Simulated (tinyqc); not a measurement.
Length of a molecular wire: coherent transport through a tight-binding bridge. Computed by the program tinyqc. T = Gamma_L Gamma_R |G_1n|^2 with the self-energies of semi-infinite chains.

A uniform bridge between two chains:
```
parameter                        value
site energy (eV)              1.290000
hopping in the bridge (eV)    0.470000
lead hopping (eV)             1.560000
couplings (eV)              1.07, 0.36
E (eV)                       -0.480000
```

Transmission against length:
```
sites           T      ln T
2      5.9010e-03   -5.1326
3      4.8789e-04   -7.6254
4      4.0324e-05  -10.1186
5      3.3326e-06  -12.6118
6      2.7543e-07  -15.1049
7      2.2763e-08  -17.5981
8      1.8813e-09  -20.0913
10     1.2850e-11  -25.0777
```

Estimate the missing row, sites = 9.

Computed row:
```
sites           T      ln T
9      1.5548e-10  -22.5845
```

E lies outside the band of the bridge (|E - e|/2h = 1.883 > 1), so T decays as exp(-beta n) with beta = 2 arccosh(1.883) = 2.4932 a site; the last two rows give 2.4932.
